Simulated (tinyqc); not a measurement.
Three-phonon processes in a diatomic chain: dispersion, energy and momentum conservation, and decay channels of optical phonons: one step, computed by the program tinyqc.

Cell length a, two atoms, one spring constant. x = q a/pi runs from -1 to 1; A and O are the acoustic and optical branches. Matrix elements are not computed: only conservation laws and occupation factors are followed.

Problem. Band edges. omega^2 = k (1/m + 1/M) -/+ k sqrt((1/m + 1/M)^2 - 4 sin^2(pi x/2)/(m M)); nu = 15.6333042 THz x sqrt(omega^2) for eV/(angstrom^2 u). Acoustic top sqrt(2 k/M), optical bottom sqrt(2 k/m), optical top sqrt(2 k (1/m + 1/M)).

Inputs (values chosen for the exercise, for a model chain): light mass m = 31 u; heavy mass M = 34.1 u; spring constant k = 10 eV/angstrom^2.

Constants: nu for 1 eV/(angstrom^2 u) = 15.6333042 THz.

Give: acoustic top; optical bottom; optical top; optical top over twice the acoustic top; optical bottom over twice the acoustic top; optical width over acoustic top.

Solution.

acoustic top = 11.97 THz

optical bottom = 12.56 THz

optical top = 17.35 THz

optical top over twice the acoustic top = 0.7246

optical bottom over twice the acoustic top = 0.5244

optical width over acoustic top = 0.4003

The zone-centre optical phonon can decay into two acoustic ones: this needs M/m <= 3.
